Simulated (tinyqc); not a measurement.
# Trap density from one capacitance

Problem. Traps spread evenly through the insulator exchange electrons with the semiconductor by tunnelling, with tau(x) = t0 exp(2 ka x) at depth x from the interface. The admittance per area Y seen at depth x obeys dY/dx = -Y^2/(i w eps0 eox) + q Nb ln(1 + i w tau)/tau, with Y(0) = i w Cs and w = 2 pi f; the gate sees Y(tox) = G + i w C. Working variable y = Y/(i w), in uF/cm^2. Cox = eps0 eox/tox. Find Nb and G/w.

Inputs (values chosen for the exercise): relative permittivity of the insulator eox = 8.13; insulator thickness tox = 3.6 nm; semiconductor capacitance in accumulation Cs = 1.4 uF/cm^2; decay constant of the wave function in the insulator ka = 6.5 1/nm; time constant of a trap at the interface t0 = 9e-9 s; frequency f = 1000 Hz.

Constants: q = 1.602176634e-19 C, eps0 = 8.8541878128e-14 F/cm where lengths are in cm. Results are converted to the units shown.

C = 0.94315114 uF/cm^2

Answer. C rises steadily with Nb, so one density matches; in practice ka and t0 must come from the frequency dependence.

Nb = 2.400e19 cm^-3 eV^-1
G/w = 0.01889 uF/cm^2

tinyqc, about 0.3 s, one thread, Intel Xeon 2.30GHz (shared host): `OMP_NUM_THREADS=1 python tinyqc.py 2202115 2202116 out.jsonl`
